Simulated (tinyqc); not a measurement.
# Vertical double-diffused power MOSFET, components of the on-resistance: what changes with what

Stripe cells of pitch Wp + a, two channels a cell. Current flows through the channels, spreads in the accumulation layer, passes the gap between the p bodies and spreads at 45 degrees into the drift layer below them. Low drain voltage, full ionisation.

Values chosen for this exercise; bulk values close to those of gallium nitride:
- T = 400 K (temperature)
- eps_r = 9.85 (relative permittivity)
- Kc = 26700 V/cm per (cm^-3)^(1/8) (critical-field constant)
- BV = 900 V (rated breakdown voltage of the drift layer)
- mud = 888 cm^2/(V s) (drift mobility at 300 K)
- bt = 2.4 (temperature exponent of the drift mobility)
- tox = 61 nm (gate oxide thickness (eps_r 3.9))
- Vov = 5 V (gate overdrive)
- mch = 54 cm^2/(V s) (channel mobility)
- mac = 180 cm^2/(V s) (accumulation-layer mobility)
- Lc = 1.2 um (channel length)
- Wp = 3.4 um (width of the p body in one cell, channels included)
- a = 1.4 um (gap between neighbouring p bodies)
- xp = 0.7 um (depth of the p body)
- Nj = 5 (doping of the gap over the drift doping)
- Vbi = 3.05 V (built-in voltage of the body junction)
- Rs = 0.076 mohm cm^2 (substrate and contact resistance)

Constants: q = 1.602176634e-19 C, eps0 = 8.8541878128e-14 F/cm where lengths are in cm. Results are converted to the units shown.

Each table varies one quantity; the others keep the values above.

## On-resistance against the doping of the gap over the drift doping

Triangular field at breakdown with Ec = Kc N^(1/8): BV = eps0 eps_r Ec^2/(2 q N), so N = (eps0 eps_r Kc^2/(2 q BV))^(4/3); W = 2 BV/Ec; mu = mud (T/300 K)^(-bt); rho = 1/(q mu N); ideal resistance rho W. Pitch p = Wp + a, Cox = 3.9 eps0/tox; zero-bias depletion in the gap w0 = sqrt(2 eps0 eps_r Vbi/(q N Nj)), open gap g = a - 2 w0; R_ch = Lc p/(2 mch Cox Vov); R_acc = 0.6 a p/(4 mac Cox Vov), 0.6 being an empirical factor for current leaving the layer along its length; R_gap = (rho/Nj) xp p/g; spreading depth t = min(W, (p - g)/2); R_drift = (rho p/2) ln((g + 2 t)/g) + rho (W - t); R_on = the sum with Rs.

The same in every row: R_ch (mohm cm^2) = 1.8843; R_acc (mohm cm^2) = 0.19785; ideal (mohm cm^2) = 0.29858.

On-resistance against the doping of the gap over the drift doping:

| Nj | R_gap (mohm cm^2) | R_drift (mohm cm^2) | R_on (mohm cm^2) | largest term |
|---|---|---|---|---|
| 1 | 0.23842 | 0.42660 | 2.8231 | channel |
| 1.5 | 0.13485 | 0.40994 | 2.7029 | channel |
| 2 | 0.092760 | 0.40139 | 2.6523 | channel |
| 3 | 0.056306 | 0.39232 | 2.6068 | channel |
| 5 | 0.031001 | 0.38419 | 2.5733 | channel |
| 8 | 0.018291 | 0.37887 | 2.5553 | channel |
| 12 | 0.011739 | 0.37540 | 2.5453 | channel |

R_on falls from 2.82 to 2.55 mohm cm^2. The channel term is the largest at Nj = 1 and in all other rows. R_on is 9.46 times the ideal drift resistance in the first row and 8.52 times in the last.

## On-resistance against the rated breakdown voltage of the drift layer

Same model as above.

The same in every row: R_ch (mohm cm^2) = 1.8843; R_acc (mohm cm^2) = 0.19785.

On-resistance against the rated breakdown voltage of the drift layer:

| BV (V) | R_gap (mohm cm^2) | R_drift (mohm cm^2) | R_on (mohm cm^2) | ideal (mohm cm^2) | largest term |
|---|---|---|---|---|---|
| 300 | 0.0062469 | 0.036005 | 2.2004 | 0.019154 | channel |
| 490 | 0.012594 | 0.099678 | 2.2704 | 0.065304 | channel |
| 800 | 0.025941 | 0.29391 | 2.4780 | 0.22242 | channel |
| 1300 | 0.054939 | 0.90112 | 3.1142 | 0.74870 | channel |
| 2100 | 0.12220 | 2.8203 | 5.1006 | 2.4831 | drift |
| 3500 | 0.32514 | 9.7568 | 12.240 | 8.9047 | drift |
| 5600 | 1.0899 | 31.154 | 34.402 | 28.835 | drift |

Read the table: what changes, and by how much?

R_on rises from 2.20 to 34.4 mohm cm^2. The channel term is the largest at BV = 300, the drift term from 2100 on. R_on is 115 times the ideal drift resistance in the first row and 1.19 times in the last. The ideal resistance goes as BV^(2.50), and R_on as BV^(2.20) between the last two rows.

tinyqc, about 0.01 s, one thread, Intel Xeon 2.30GHz (shared host): `OMP_NUM_THREADS=1 python tinyqc.py 2230122 2230123 out.jsonl`
